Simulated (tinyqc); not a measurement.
Inside a calculation. Model: square on-chip spiral inductor, lumped pi model.

Numbers from tinyqc (`OMP_NUM_THREADS=1 python tinyqc.py 2302054 2302055 out.jsonl`; about 0.01 s on one thread of a shared Intel Xeon 2.30GHz). Printed values are rounded.

Outer diameter do = di + 2 n wd + 2 (n - 1) sp, mean da = (do + di)/2, fill p = (do - di)/(do + di), length l = 4 n da. L = 2.34 mu0 n^2 da/(1 + 2.75 p), mu0 = 4 pi 1e-7 H/m. Rs = rho l/(wd delta (1 - exp(-th/delta))), delta = sqrt(rho/(pi f mu0)). Cs = n wd^2 eps0 eo/hu across the coil. At each end Cox = l wd eps0 eo/(2 ho) leads to the substrate branch Rsi = 2 rs he/(l wd) in parallel with Csi = l wd eps0 11.7/(2 he). With one end grounded Y = 1/(Rs + i w L) + i w Cs + 1/[1/(i w Cox) + 1/(1/Rsi + i w Csi)], w = 2 pi f; Q = -Im Y/Re Y. Eddy currents in neighbouring turns and in the substrate are left out.

Inputs (values chosen for the exercise); values of the order met in silicon radio-frequency processes: number of turns n = 1.5; line width wd = 15 um; space between turns sp = 1.5 um; inner diameter di = 60 um; metal thickness th = 3.4 um; metal resistivity rho = 2.2 uohm cm; oxide below the coil ho = 4.8 um; oxide between coil and underpass hu = 0.8 um; relative permittivity of the oxide eo = 4.1; substrate resistivity rs = 10 ohm cm; effective spreading depth in the substrate he = 80 um; frequency f = 1.5 GHz.

Constants: eps0 = 8.8541878128e-12 F/m. Results are converted to the units shown.

## Geometry and model elements

do, l, L, delta, Rs, Cs, Cox, Rsi and Csi as defined.

do = 106.5 um
l = 499.5 um
L = 0.311534 nH
delta = 1.92746 um
Rs = 0.458687 ohm
Cs = 15.3150 fF
Cox = 28.3327 fF
Rsi = 2135.47 ohm
Csi = 4.85111 fF

Rs is 2.13 times the direct-current value in this empirical form, which overstates the skin effect of a flat slab when delta is near th and so stands in for some current crowding.

## Admittance, quality factor and apparent inductance

Series branch 1/(Rs + i w L), substrate branch, total Y, Q = -Im Y/Re Y, apparent inductance Im(1/Y)/w, metal-only value w L/Rs, share of the loss in the substrate Re(substrate branch)/Re Y.

series branch = 51.939-332.469i mS
substrate branch = 0.105300+0.196703i mS
Y = 52.044-332.128i mS
Q = 6.38169
apparent inductance = 0.311809 nH
w L/Rs = 6.40119
share of the loss in the substrate = 0.202329 %

Q is 99.7 % of the metal-only value.
